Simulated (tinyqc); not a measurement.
Deal-Grove kinetics of thermal oxidation of silicon: one step, computed by the program tinyqc. Command: `OMP_NUM_THREADS=1 python tinyqc.py 3031448 3031449 out.jsonl oxide walk`. One thread of a shared host (Intel(R) Xeon(R) Processor @ 2.30GHz), about 0.03 s of CPU time with the checks.

Oxidant diffuses through the oxide and reacts at the interface, so that dx/dt = B/(A + 2x) for the oxide thickness x.

Problem. Rate constants. B = B0 p exp(-E_B/(k_B T)), B/A = (B/A)0 p^m exp(-E_A/(k_B T)), p in atm; A = B/(B/A). Temperatures in kelvin are T(C) + 273.15.

Inputs (values chosen for the exercise, close to those used for silicon):

| quantity | value | unit |
|---|---|---|
| prefactor B0 | 744 | um^2/h |
| activation energy E_B | 1.24 | eV |
| prefactor (B/A)0 | 4.05e+06 | um/h |
| activation energy E_A | 2 | eV |
| temperature T | 925 | C |
| oxidant pressure p | 0.25 | atm |
| pressure exponent m of B/A | 0.78 | - |

Ambient: dry oxygen. Surface: (100).

Constants: k_B = 8.617333262e-05 eV/K.

Give: parabolic constant B; linear constant B/A; length A.

Solution.

parabolic constant B = 0.001132 um^2/h

linear constant B/A = 0.005312 um/h

length A = 0.2130 um

Reaction at the interface limits growth while x is well below A/2 = 0.107 um, diffusion once x is well above it.
